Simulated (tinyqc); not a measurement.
Equilibrium and kinetic segregation of a solute to boundaries and growing surfaces: one step, computed by the program tinyqc.

Task: Depletion of small grains. With theta the solute fraction on boundary sites and x that in the grains, theta/(1 - theta) = [x/(1 - x)] exp[(Q + z w theta)/(k_B T)]. Finite grains: boundary sites are the fraction f = 3 delta/d, and x0 = (1 - f) x + f theta; solve both equations for theta; share at boundaries = f theta/x0.

Inputs (values chosen for the exercise, for a model alloy):
```
quantity                              value  unit
segregation energy Q                  0.403    eV
interaction z w (positive attracts)  -0.085    eV
total solute fraction x0             0.0032     -
temperature T                           875     K
grain size d                            160    nm
boundary thickness delta               0.67    nm
```

Isotherm: Fowler-Guggenheim.

Constants: k_B = 8.617333262e-05 eV/K.

Give: site fraction f; coverage theta; fraction x left in the grains; share of solute at boundaries; enrichment theta/x.

Result:

site fraction f = 0.01256

coverage theta = 0.1653

fraction x left in the grains = 0.001138

share of solute at boundaries = 64.89 %

enrichment theta/x = 145.3
